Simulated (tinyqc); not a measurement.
Film and buried-oxide thickness from two coupling ratios.

Problem. In a depleted film -dVT/dVb is k1 = Cs Cbox/(Cox (Cs + Cbox)) for a front channel and k2 = Cbox (Cox + Cs)/(Cox Cs) for a back channel, with Cox = eps0 eox/tox, Cs = eps0 eps_r/ts, Cbox = 3.9 eps0/tb. Find ts and tb.

Inputs (values chosen for the exercise); band and dielectric values close to those of silicon: relative permittivity eps_r = 11.7; relative permittivity of the gate insulator (close to silicon dioxide) eox = 3.9; insulator thickness tox = 3.7 nm.

coupling ratios for a front and a back channel: [0.11948332, 0.19540230]

Answer. With y = Cox/Cs and z = Cox/Cbox, 1/k1 = y + z and k2 = (1 + y)/z, so y = (k2/k1 - 1)/(1 + k2); the thicknesses follow from y and z.

ts = 5.90 nm
tb = 29.0 nm

Numbers from tinyqc (`OMP_NUM_THREADS=1 python tinyqc.py 2190068 2190069 out.jsonl`; about 0.3 s on one thread of a shared Intel Xeon 2.30GHz).
